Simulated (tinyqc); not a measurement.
Surface photovoltage measurement of the minority-carrier diffusion length in a wafer: one step, computed by the program tinyqc. Command: `OMP_NUM_THREADS=1 python tinyqc.py 3130338 3130339 out.jsonl spv walk`. One thread of a shared host (Intel(R) Xeon(R) Processor @ 2.30GHz), about 0.01 s of CPU time with the checks.

Low injection, steady light, a depletion layer much thinner than 1/alpha and L. The excess density dn is taken at the front edge of the neutral region; light that reaches the back is lost.

Problem. One wavelength. alpha = (84.732/lambda - 76.417)^2 per cm with lambda in micrometre (an empirical fit for silicon between 0.7 and 1.05 micrometre). Thick wafer: dn = Phi L/((S_f + D/L)(L + 1/alpha)). Finite wafer, with s = S_b L/D, w = W/L, a = alpha L: dn = [Phi a/(a^2 - 1)] [a - B - exp(-alpha W)(a - s)/(cosh w + s sinh w)]/(S_f + B D/L), B = (sinh w + s cosh w)/(cosh w + s sinh w). Photovoltage V = (k_B T/e) ln(1 + dn/n_0). Lifetime = L^2/D.

Inputs (values chosen for the exercise, modelled on p-type silicon at room temperature):

| quantity | value | unit |
|---|---|---|
| diffusion length L | 460 | micrometre |
| wafer thickness W | 625 | micrometre |
| diffusivity D | 33.8 | cm^2/s |
| front recombination velocity S_f | 370 | cm/s |
| back recombination velocity S_b | 24000 | cm/s |
| photon flux entering | 7.1e+12 | 1/(cm^2 s) |
| minority density at the surface barrier scale n_0 | 5.6e+10 | 1/cm^3 |
| temperature T | 298 | K |
| wavelength | 990 | nm |

Constants: k_B = 8.617333262e-05 eV/K.

Give: alpha; penetration depth 1/alpha; dn, thick wafer; B; dn, finite wafer; photovoltage V; lifetime.

Solution.

alpha = 84.105 1/cm

penetration depth 1/alpha = 118.90 micrometre

dn, thick wafer = 5.1067e+09 1/cm^3

B = 1.1325

dn, finite wafer = 4.4804e+09 1/cm^3

photovoltage V = 1.9765 mV

lifetime = 62.604 microsecond
